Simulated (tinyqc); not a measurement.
Single-electron transistor, orthodox theory and master equation: one step of the calculation.

A metal island with n extra electrons joins the left lead (voltage V) and the right lead (0 V) by tunnel junctions and couples to a gate. Cs = CL + CR + Cg. Adding electron n + 1 costs mu(n) = [q (n + 1/2) - CL V - Cg Vg]/Cs (in volts); the Fermi levels are -V (left) and 0 (right). A jump that gains the energy W has the rate G(W) = (W/q)/(R [1 - exp(-W/Vt)]), W in volts, Vt = kB T/q. Sequential tunnelling only; I > 0 flows from left to right.

Task. Tunnelling rates. Onto the island: from the left W = -V - mu(n), from the right W = -mu(n); off the island (n + 1 to n): to the left W = mu(n) + V, to the right W = mu(n).

Values chosen for this exercise:
- RL = 220 kohm (resistance of the left junction)
- RR = 220 kohm (resistance of the right junction)
- T = 30 K (temperature)
- V = 22 mV (bias of the left lead)

Constants: q = 1.602176634e-19 C, kB = 1.380649e-23 J/K, Vt = kB T/q. Results are converted to the units shown.

mu(n), n to n + 1, n 0 to 0 (mV): -23.519480

Give: on from left; on from right; off to left; off to right.

Result.

```
n to n + 1, n	on from left (1/ns)	on from right (1/ns)	off to left (1/ns)	off to right (1/ns)
0	97.00	667.3	53.89	0.07469
```

Range of the model: Cotunnelling, which dominates deep in the blockade, is left out.

Numbers from tinyqc (`OMP_NUM_THREADS=1 python tinyqc.py 2780032 2780033 out.jsonl`; about 0.01 s on one thread of a shared Intel Xeon 2.30GHz).
